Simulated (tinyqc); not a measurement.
Minority carriers and saturation current of a heavily doped emitter: one step of the calculation.

n-type, parabolic bands, full ionisation. eta = (EF - Ec)/kB T solves N = Nc F12(eta), F12(x) = (2/sqrt(pi)) int_0^infinity sqrt(u)/(1 + exp(u - x)) du. The gap shrinks rigidly by dEg = a3 y^(1/3) + a4 y^(1/4) + a2 y^(1/2), y = N/1e18 cm^-3, an empirical law that is here taken as the true narrowing.

Task. Fermi level. Newton step on ln F12(eta) = ln(N/Nc): eta(new) = eta - ln(Nc F12/N) F12/Fm, Fm(x) = dF12/dx = (1/sqrt(pi)) int_0^infinity u^(-1/2)/(1 + exp(u - x)) du.

Parameters, values chosen for the exercise: conduction-band density of states at 350 K Nc = 3.57e19 cm^-3; ionised donor density N = 4.3e19 cm^-3.

eta at the start (Boltzmann value) = 0.186

Wanted: F12; Fm; eta after iteration 1.

Result.

F12 = 0.8844
Fm = 0.6776
eta after iteration 1 = 0.5892

Range of the model: Band tails, non-parabolic bands and incomplete ionisation are left out.

Program tinyqc, `OMP_NUM_THREADS=1 python tinyqc.py 2330106 2330107 out.jsonl`; Intel Xeon 2.30GHz, shared host, one thread, about 0.01 s.
